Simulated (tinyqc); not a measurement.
Sputter depth profiling of a dopant layer: erosion rate, quantification and the mixing-roughness response. From one set of inputs to another, one input at a time. Computed by tinyqc, a small Python program. Command: `OMP_NUM_THREADS=1 python tinyqc.py 3015017 3015018 out.jsonl sims ladder`. One thread of a shared host (Intel(R) Xeon(R) Processor @ 2.30GHz), about 0.05 s of CPU time with the checks.

A rastered ion beam erodes silicon (49.94 atoms per nm^3). The measured profile is the true one convolved with a depth response.

The inputs printed are set A. Inputs not listed in the table keep their values of set A, so the rows need not describe a real material.

Inputs (values chosen for the exercise, modelled on a dopant in silicon under an oxygen or caesium beam):
```
quantity                               value    unit
beam energy E                            2.5     keV
beam current                              39      nA
raster side                              500      um
sputter yield at 1 keV                   1.4       -
mixing length at 1 keV                   2.1      nm
roughness sigma                         0.42      nm
depth of the layer z0                     39      nm
sheet density Q                      1.8e+12  1/cm^2
relative sensitivity factor RSF      3.5e+21  1/cm^3
matrix count rate                    3.5e+06     1/s
background count rate                   0.75     1/s
counting time per point                    1       s
level that defines the junction C_B    3e+16  1/cm^3
```

True profile: delta layer.

Constants: e = 1.602176634e-19 C.

Method:
- Scaling chosen for the exercise: yield Y = Y1 E^0.5, mixing length w = w1 E^0.5 (E in keV).
- Erosion rate = Y I/(e x raster^2 x density); depth step = rate x counting time; concentration = RSF x counts/matrix counts; detection limit = RSF x 3 sqrt(background x time)/(matrix rate x time).
- Mixing alone turns a layer at z0 into (1/w) exp(-(z - z0 + w)/w) for z > z0 - w; roughness adds a Gaussian of width sigma. With x = z - z0 + w: g(x) = (1/(2w)) exp(sigma^2/(2 w^2) - x/w) erfc((sigma/w - x/sigma)/sqrt2), and its integral G(x) = (1/2) erfc(-x/(sigma sqrt2)) - w g(x). Measured: Q g(x), 1 nm = 1e-7 cm.
- Find the maximum, the full width at half maximum and the deep point where the profile falls to C_B; far down, the trailing edge decays by w ln(10) per decade.

Each row keeps all changes above it:
```
input moved                                      from       to  full width at half maximum (nm)  peak concentration (1/cm^3)  apparent junction depth (nm)
set A                                               -        -                            3.299                    4.153e+18                         52.96
level that defines the junction C_B (1/cm^3)    3e+16    2e+17                            3.299                    4.153e+18                         46.66
roughness sigma (nm)                             0.42     0.48                            3.428                    4.031e+18                         46.67
beam current (nA)                                  39      130                            3.428                    4.031e+18                         46.67
beam energy E (keV)                               2.5      5.2                            4.485                    3.013e+18                         48.28
sheet density Q (1/cm^2)                      1.8e+12  1.5e+14                            4.485                    2.511e+20                         69.46
mixing length at 1 keV (nm)                       2.1      1.5                            3.500                    3.283e+20                         61.93
```

Full width at half maximum goes from 3.30 to 3.50, a factor 1.06 in all. The largest single move comes from beam energy E (a factor 1.31), and mixing length at 1 keV works against it (a factor 0.780). Peak concentration goes from 4.15e18 to 3.28e20, a factor 79.1 in all. The largest single move comes from sheet density Q (a factor 83.3). Apparent junction depth goes from 53.0 to 61.9, a factor 1.17 in all. The largest single move comes from sheet density Q (a factor 1.44), and level that defines the junction C_B works against it (a factor 0.881). The single moves hold for this order of the switches; the total does not depend on the order.

Extremes, crossings and ranges named in words are read from the listed rows.
